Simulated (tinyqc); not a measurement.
Arrhenius plot: admittance spectroscopy and thermally stimulated current of one trap level in a depletion layer. Computed by tinyqc, a small Python program. Command: `OMP_NUM_THREADS=1 python tinyqc.py 3111086 3111087 out.jsonl admit walk`. One thread of a shared host (Intel(R) Xeon(R) Processor @ 2.30GHz), about 0.01 s of CPU time with the checks.

A Schottky junction on n-type material holds one donor-like electron trap; shallow donors are fully ionised and abrupt depletion edges are assumed.

Inputs (values chosen for the exercise, modelled on n-type GaAs): density-of-states mass m = 0.0691 m_0; shallow doping N = 4e+15 1/cm^3; trap depth E_t below the band = 0.16 eV; capture cross section sigma = 8.9e-16 cm^2; test frequency f = 1000 Hz.

Constants: k_B = 1.380649e-23 J/K; m_0 = 9.1093837015e-31 kg; h = 6.62607015e-34 J s; k_B = 8.617333262e-05 eV/K.

Method:
- N_c = 2 (2 pi m k_B T/h^2)^(3/2), v_th = sqrt(3 k_B T/m), emission rate e_n = sigma v_th N_c exp(-E_t/(k_B T)).
- Where the level crosses the Fermi level capture equals emission, so the trap follows the signal with the rate 2 e_n; G/omega peaks at omega = 2 e_n (the correction for large N_t/N is left out).
- Solve 2 e_n(T_p) = 2 pi f.
- T_p for 0.1, 0.3, 1, 3 and 10 f; least-squares lines of ln(e_n/T^2) and of ln(e_n) against 1/(k_B T), e_n = pi f; sigma = exp(intercept)/(v_th N_c/T^2).

peak temperature T_p = 133.206 K

Peaks:
```
f (Hz)  T_p (K)  1/(k_B T) (1/eV)  ln(e_n/T^2)  ln(e_n)
100      116.27            99.808      -3.7619    5.750
300      123.81            93.728      -2.7890    6.849
1000     133.21            87.117      -1.7313    8.052
3000     143.02            81.139      -0.7749    9.151
10000    155.44            74.656       0.2625   10.355
```

depth from e_n/T^2 = 0.16 eV

cross section from the intercept = 8.90e-16 cm^2

depth without the T^2 = 0.18306 eV

What follows from these numbers?

Leaving out T^2 adds 23 meV, near 2 k_B T_p = 23 meV.

Extremes, crossings and ranges named in words are read from the listed rows.
